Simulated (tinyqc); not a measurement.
Equilibrium and kinetic segregation of a solute to boundaries and growing surfaces: one step, computed by the program tinyqc. Command: `OMP_NUM_THREADS=1 python tinyqc.py 3027952 3027953 out.jsonl segreg walk`. One thread of a shared host (Intel(R) Xeon(R) Processor @ 2.30GHz), about 0.01 s of CPU time with the checks.

Problem. How fast the boundary fills. McLean kinetics from a uniform start, fed from both sides, with a constant enrichment beta = theta_inf/x0: (theta - x0)/(theta_inf - x0) = 1 - exp(s^2) erfc(s), s = 2 sqrt(D t)/(beta delta); half filling at s = 0.7691, t = (0.7691 beta delta/2)^2/D. D is an input and does not follow T.

Inputs (values chosen for the exercise, for a model alloy):
```
quantity                    value   unit
total solute fraction x0   0.0017      -
temperature T                1300      K
grain size d                  130     nm
boundary thickness delta     0.31     nm
bulk diffusivity D        3.2e-18  m^2/s
anneal time t                 3.9      s
```

coverage theta_inf = 0.4722248

Give: s; degree of filling; time to half filling; diffusion length sqrt(D t).

Solution.

s = 0.08205

degree of filling = 0.08624

time to half filling = 342.7 s

diffusion length sqrt(D t) = 3.533 nm

Caution: half of theta_inf exceeds the equilibrium coverage of grains of this size, so half filling is never reached in them. Caution: by the time of half filling the diffusion length reaches across the grain, so the real time is longer or half filling is never reached.
